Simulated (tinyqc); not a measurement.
Anneal temperature: kinetics of strain relaxation and threading dislocations in mismatched semiconductor layers. Computed by tinyqc, a small Python program. Command: `OMP_NUM_THREADS=1 python tinyqc.py 3012489 3012490 out.jsonl threading walk`. One thread of a shared host (Intel(R) Xeon(R) Processor @ 2.30GHz), about 0.01 s of CPU time with the checks.

60-degree dislocations on {111} planes of a (001) layer, isotropic elasticity. The Schmid factor is 1/sqrt(6), and a misfit segment relieves strain with b/2.

Inputs (values chosen for the exercise, modelled on Si(0.8)Ge(0.2) on Si):

| quantity | value | unit |
|---|---|---|
| misfit f | 0.00845 | - |
| shear modulus G | 62 | GPa |
| Poisson ratio nu | 0.27 | - |
| Burgers vector b | 3.88 | angstrom |
| glide activation energy Q | 2.16 | eV |
| velocity prefactor v0 | 23000 | m/s per MPa |
| layer thickness h | 79 | nm |
| anneal temperature T | 978 | K |
| anneal time t | 43 | s |
| initial thread density rho_0 | 750000 | 1/cm^2 |
| multiplication constant delta | 2800 | 1/m |

Sources: fixed density of threads.

Constants: k_B = 8.617333262e-05 eV/K.

Method:
- Excess resolved stress tau = (1/sqrt 6) [2 G (1 + nu)/(1 - nu)] (e - e_eq), e_eq = b (1 - nu/4) [ln(h/b) + 1]/(4 pi (1 + nu) h), the Matthews-Blakeslee strain of an uncapped layer; glide velocity v = v0 tau exp(-Q/(k_B T)), tau in MPa.
- Threads run in two directions, so de/dt = -(b/4) rho v, with rho fixed. With x = e - e_eq, x0 = f - e_eq (fully strained at t = 0) and v = m S x (m the mobility, S x = tau): x = x0 exp(-t/t_r), t_r = 4/(b rho_0 m S).
- The half time is that at which x = x0/2.

half time = 63.5676 s

excess stress tau = 584.557 MPa

equilibrium strain e_eq = 0.00181257

After the time t:

| T (K) | first velocity (micrometre/s) | relieved (%) | threads (1/cm^2) | half time (s) |
|---|---|---|---|---|
| 840 | 1.4761e+00 | 0.693 | 750000 | 4.2842e+03 |
| 875 | 4.8697e+00 | 2.269 | 750000 | 1.2986e+03 |
| 918 | 1.8632e+01 | 8.407 | 750000 | 3.3942e+02 |
| 952 | 4.9404e+01 | 20.772 | 750000 | 1.2801e+02 |
| 993 | 1.4652e+02 | 49.870 | 750000 | 4.3162e+01 |
| 1021 | 2.9278e+02 | 74.839 | 750000 | 2.1600e+01 |
| 1061 | 7.3875e+02 | 96.925 | 750000 | 8.5604e+00 |
| 1127 | 2.9468e+03 | 100.000 | 750000 | 2.1461e+00 |

What follows from these numbers?

The half time follows exp(Q/(k_B T)), a decade for each 91 K near 993 K. Relief goes from 21 % at 952 K to 74.8 % at 1021 K: with a fixed density the onset is gradual, and more threads relax the layer sooner. Caution: rows with more than 50 % relieved leave out blocking by crossing misfit lines, which slows real layers.

Extremes, crossings and ranges named in words are read from the listed rows.
